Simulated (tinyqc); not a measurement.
Hubbard ring of 5 sites, step by step. Computed by tinyqc, a small Python program that keeps every step. Settings: hopping = 1.63, U = 11.8, mixing = 1, iteration cap = 82. Command: `OMP_NUM_THREADS=1 python tinyqc.py 20858 20859 out.jsonl` (the two numbers bound the seeds that draw the settings). One thread of a shared host (Intel(R) Xeon(R) Processor @ 2.60GHz), about 0.3 s of CPU time with the checks. Later iterations appear only in the table of the cycle.

## Mean-field iteration 1

one-body matrix (hopping and site energies) (eV):
```
           1          2          3          4          5
1   0.000000  -1.630000   0.000000   0.000000  -1.630000
2  -1.630000   0.000000  -1.630000   0.000000   0.000000
3   0.000000  -1.630000   0.000000  -1.630000   0.000000
4   0.000000   0.000000  -1.630000   0.000000  -1.630000
5  -1.630000   0.000000   0.000000  -1.630000   0.000000
```

U = 11.800000 eV

electrons, up and down: 2  2

mixing = 1

n(up) at the start (a guess, not normalised): 1 0.400000, 2 0.400000, 3 0.400000, 4 0.400000, 5 0.400000

n(down) at the start (a guess): 1 0.400000, 2 0.400000, 3 0.400000, 4 0.400000, 5 0.400000

H(up) = T + U n(down), H(down) = T + U n(up); fill the lowest levels; n(new) = n + mixing (n(out) - n); E = tr T (rho up + rho down) + U sum n_up n_down of the output.

levels, up (eV): 1.460000  3.712605  3.712605  7.357395  7.357395

levels, down (eV): 1.460000  3.712605  3.712605  7.357395  7.357395

energy = 2.085209 eV

n(up) after iteration 1: 1 0.600000, 2 0.238197, 3 0.461803, 4 0.461803, 5 0.238197

n(down) after iteration 1: 1 0.600000, 2 0.238197, 3 0.461803, 4 0.461803, 5 0.238197

The highest filled level is degenerate with an empty one, so which vector is filled is an arbitrary choice.

## Mean-field iteration 2

As before.

levels, up (eV): 0.996166  2.259474  4.520927  7.630526  8.192907

levels, down (eV): 0.996166  2.259474  4.520927  7.630526  8.192907

energy = 8.078688 eV

n(up) after iteration 2: 1 0.097205, 2 0.787224, 3 0.164173, 4 0.164173, 5 0.787224

n(down) after iteration 2: 1 0.097205, 2 0.787224, 3 0.164173, 4 0.164173, 5 0.787224

## Mean-field iteration 3

As before.

levels, up (eV): -0.179208  0.773267  3.135494  9.720994  10.149453

levels, down (eV): -0.179208  0.773267  3.135494  9.720994  10.149453

energy = 9.750764 eV

n(up) after iteration 3: 1 0.940012, 2 0.042541, 3 0.487453, 4 0.487453, 5 0.042541

n(down) after iteration 3: 1 0.940012, 2 0.042541, 3 0.487453, 4 0.487453, 5 0.042541

## Convergence

Each step fills the lowest levels of T + U n(other spin) and sets n(new) = n + mixing (n(out) - n); stop when output and input agree to 1e-8.

Course of the cycle:
```
iteration       E (eV)  largest |n(out) - n(in)|  mean |n_up - n_down|
1           2.08520920                  2.00e-01              0.000000
2           8.07868841                  5.49e-01              0.000000
3           9.75076398                  8.43e-01              0.000000
4          14.40490780                  9.06e-01              0.000000
5          10.71369540                  9.25e-01              0.000000
6          14.74174729                  9.26e-01              0.000000
7          10.74494911                  9.27e-01              0.000000
8          14.75199457                  9.27e-01              0.000000
9          10.74587563                  9.27e-01              0.000000
10         14.75229858                  9.27e-01              0.000000
11         10.74590307                  9.27e-01              0.000000
...                ...                       ...                   ...
72         14.75230787                  9.27e-01              0.000000
73         10.74590391                  9.27e-01              0.000000
74         14.75230787                  9.27e-01              0.000000
75         10.74590391                  9.27e-01              0.000000
76         14.75230787                  9.27e-01              0.000000
77         10.74590391                  9.27e-01              0.000000
78         14.75230787                  9.27e-01              0.000000
79         10.74590391                  9.27e-01              0.000000
80         14.75230787                  9.27e-01              0.000000
81         10.74590391                  9.27e-01              0.000000
82         14.75230787                  9.27e-01              0.000000
```

Not converged within 82 iterations: the residual has stopped falling: the iteration swings between two states. The lowest mean-field energy found from random starts is -3.58830 eV. Reruns (cap 100 unless said): mixing 0.2: not converged; mixing 0.5: not converged; mixing 0.9: not converged; the original settings with a cap of 400: not converged.

## Exact diagonalisation (100 states)

Lowest levels of the sector, and the double occupancy of the lowest state.

lowest levels (eV): -4.917713  -4.493137  -4.493137  -4.167444  -3.862188  -3.862188

double occupancy per site = 0.023665

## The lowest level by Lanczos steps

From a random start vector (not printed): a_j = <q_j|H|q_j>, b_j = norm of the remainder after orthogonalising; the Ritz value is the lowest eigenvalue of the tridiagonal matrix of a and b so far.

Lanczos:
```
j    a_j (eV)   b_j (eV)  lowest Ritz value (eV)
1    7.219912   8.134257              7.21991158
2    8.918605  10.148090             -0.10922111
3   14.935189   6.253224             -3.15329106
4    7.766672   7.780643             -3.79653110
5    9.558234   7.543484             -4.21936184
6   16.843441   7.737526             -4.38439345
7    7.756994   7.064925             -4.45663571
8    9.779945   6.161615             -4.50482404
9   12.397769  10.319635             -4.52142419
10  10.660053   7.688457             -4.54184543
```
